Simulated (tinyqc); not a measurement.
Hueckel theory of the pi electrons, for the molecule O=Cc1cccs1 (SMILES; centres numbered as the heavy atoms are written), step by step. One step of it, computed by the program tinyqc.

Task: Energy, charges, bond orders. E = sum n x; q_r = z_r - P_rr; bond order p = P_rs; free valence = sqrt(3) - sum of p over the bonds of the atom.

x values: 2.135429  1.625022  1.000000  0.708338  -0.403690  -1.280439  -1.784661

occupations: 2.000000  2.000000  2.000000  2.000000  0.000000  0.000000  0.000000

charge and bond-order matrix P, lower triangle:
```
,1O,2C,3C,4C,5C,6C,7S
1O,1.566190
2C,0.723122,0.697598
3C,-0.145470,0.533040,1.073338
4C,-0.261033,0.200221,0.664976,0.963348
5C,0.084657,-0.129097,-0.090891,0.607961,1.085464
6C,0.216593,-0.206455,-0.315641,0.031224,0.742479,0.924712
7S,-0.114644,0.046230,0.373155,-0.278649,-0.199274,0.502907,1.689350
```

Centres:
```
centre,"z_r, pi electrons of the neutral centre",h
1O,1,1.000000
2C,1,0.000000
3C,1,0.000000
4C,1,0.000000
5C,1,0.000000
6C,1,0.000000
7S,2,1.000000
```

Bonds:
```
i,j,k
1,2,1.000000
2,3,1
3,4,1
4,5,1
5,6,1
6,7,0.650000
7,3,0.650000
```

Give: pi energy = 8 alpha + this times beta; pi charges; Bond orders and lengths from R = 1.517 - 0.180 p; free valence of the carbons; gap between the highest filled and the next level.

Result:

pi energy = 8 alpha + this times beta = 10.9376

pi charges: 1O -0.5662, 2C 0.3024, 3C -0.0733, 4C 0.0367, 5C -0.0855, 6C 0.0753, 7S 0.3107

Bond orders and lengths from R = 1.517 - 0.180 p (angstrom, C-C alone):
```
bond,p,R
1-2,0.7231,-
2-3,0.5330,1.4211
3-4,0.6650,1.3973
4-5,0.6080,1.4076
5-6,0.7425,1.3834
6-7,0.5029,-
7-3,0.3732,-
```

free valence of the carbons: 2C 0.4759, 3C 0.1609, 4C 0.4591, 5C 0.3816, 6C 0.4867

gap between the highest filled and the next level = 1.1120 |beta|
